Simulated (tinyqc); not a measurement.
## Metal-interlayer-semiconductor contact, depinning against tunnelling resistance: contact resistivity against the temperature

Zero bias, n-type semiconductor. Gap states at the semiconductor surface thin out as exp(-be ti), which unpins the barrier; electrons must then cross the interlayer (a rectangular barrier, no voltage drop across it) and the parabolic depleted layer, both by WKB. Energies E are counted from the Fermi level; no image force, parabolic bands.

Nc is given at 300 K and scales as (T/300 K)^1.5. S = 1/(1 + (1/S0 - 1) exp(-be ti)); phiB = S (phiM - chi) + (1 - S)(Eg - E0); xi = Ec - EF deep inside, from Nd = Nc F(-xi/Vt), F(x) = (2/sqrt(pi)) int_0^infinity sqrt(u) du/(1 + exp(u - x)); band bending U = phiB - xi; E00 = (hbar/2) sqrt(Nd/(eps0 eps_r mt m0)) in volts; A = 4 pi q mA m0 kB^2/h^3. With U = phiB - xi: for xi < E < phiB, y = (E - xi)/U and G1 = (U/E00) [sqrt(1 - y) - y ln((1 + sqrt(1 - y))/sqrt(y))], G1 = 0 above phiB; G2 = 2 ti sqrt(mi max(phiB + dE - E, 0)/C), C = hbar^2/(2 m0); f = 1/(1 + exp(E/Vt)); 1/rho_c = (A T^2/Vt^2) times the integral of exp(-G1 - G2) f over E from xi upwards. Shares under 0.001 % are printed as 0; rows without band bending are left out.

Values chosen for this exercise; semiconductor values close to those of silicon; interlayer mass of the order of that in aluminium oxide, offset chosen freely: band gap Eg = 1.16 eV; relative permittivity eps_r = 11.5; electron affinity chi = 4.12 eV; conduction-band density of states at the reference temperature Nc = 2.8e19 cm^-3; tunnelling mass in the semiconductor mt = 0.191 m0; Richardson mass mA = 2.02 m0; donor density Nd = 4.5e18 cm^-3; charge-neutrality level above the valence band E0 = 0.35 eV; pinning factor without interlayer S0 = 0.27; metal work function phiM = 4.54 eV; interlayer thickness ti = 1.3 nm; conduction-band offset of the interlayer above the semiconductor dE = 2.47 eV; tunnelling mass in the interlayer mi = 0.36 m0; decay constant of gap states through the interlayer be = 4.2 1/nm.

Constants: q = 1.602176634e-19 C, kB = 1.380649e-23 J/K, eps0 = 8.8541878128e-12 F/m, hbar = 1.054571817e-34 J s, h = 6.62607015e-34 J s, m0 = 9.1093837015e-31 kg, Vt = kB T/q, hbar^2/(2 m0) = 0.0380998212 eV nm^2. Results are converted to the units shown.

The same in every row: S = 0.989; phiB (eV) = 0.424.

Contact resistivity against the temperature:
```
T (K)  E00/Vt  rho_c (ohm cm^2)  rho_c with G2 = 0 (ohm cm^2)  peak of the integrand (eV)  share above phiB (%)
150      2.06            1.93e3                       0.00280                      0.0425                     0
200      1.54               474                       7.78e-4                      0.0962               0.00198
250      1.23               109                       2.05e-4                       0.158                0.0795
300      1.03              27.3                       5.76e-5                       0.214                 0.643
350     0.881              7.92                       1.84e-5                       0.260                  2.30
400     0.771              2.70                       6.79e-6                       0.296                  5.26
450     0.685              1.07                       2.87e-6                       0.324                  9.33
500     0.617             0.483                       1.36e-6                       0.346                  14.1
```

What does the table show?

As T goes from 150 to 500, phiB stays at 0.424 eV and rho_c falls from 1930 to 0.483 ohm cm^2. The apparent activation energy is 0.268 eV between the last two rows (from rho_c T against 1/T), against phiB = 0.424 eV for pure thermionic emission. The ratio of rho_c to its value with G2 = 0 runs from 6.90e5 to 3.54e5.

Range of the model: The depletion charge would drop about 0.12 V across such an interlayer (eps_r near 9) at ti = 1.3 nm and Nd = 4.5e18 cm^-3, against a band bending of 0.38 V; this model leaves that drop out.

Computed by the program tinyqc: `OMP_NUM_THREADS=1 python tinyqc.py 2270115 2270116 out.jsonl`, one thread of a shared Intel Xeon 2.30GHz, about 0.03 s for the whole run.
